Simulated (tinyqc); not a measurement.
Hydrogen passivation of interface dangling bonds: competing passivation and dissociation with distributed barriers: one step, computed by the program tinyqc.

P_b + H2 gives P_bH + H at the rate k_f [H2]; P_bH gives P_b + H at the rate k_d. All defects start unpassivated. E_f and E_d are Gaussian and independent.

Problem. Single barriers. [H2] = solubility factor x p; a = k_f0 [H2] exp(-E_f/(k_B T)), d = k_d0 exp(-E_d/(k_B T)). For one pair of barriers the active share is y = [d + a exp(-(a + d) t)]/(a + d). Temperatures in kelvin are T(C) + 273.15.

Inputs (values chosen for the exercise, close to those used for P_b centres at the silicon-oxide interface): passivation prefactor k_f0 = 3.8e-08 cm^3/s; mean passivation barrier E_f = 1.61 eV; spread sigma_f = 0.073 eV; dissociation prefactor k_d0 = 1.9e+12 1/s; mean dissociation barrier E_d = 2.89 eV; spread sigma_d = 0.082 eV; H2 in the oxide per atm, solubility factor = 1.9e+18 1/(cm^3 atm); hydrogen pressure p = 0.1 atm; anneal temperature T = 525 C; anneal time t = 4500 s.

Constants: k_B = 8.617333262e-05 eV/K.

Give: passivation rate a; dissociation rate d; a t; steady active share d/(a + d); active share, single barriers.

Solution.

passivation rate a = 0.4926 1/s

dissociation rate d = 1.072e-06 1/s

a t = 2217

steady active share d/(a + d) = 2.177e-06

active share, single barriers = 2.177e-06

Passivation has run its course, and the balance with dissociation sets the remainder. Caution: single-barrier shares below about 1e-3 are formal; measured passivation levels off well above them.
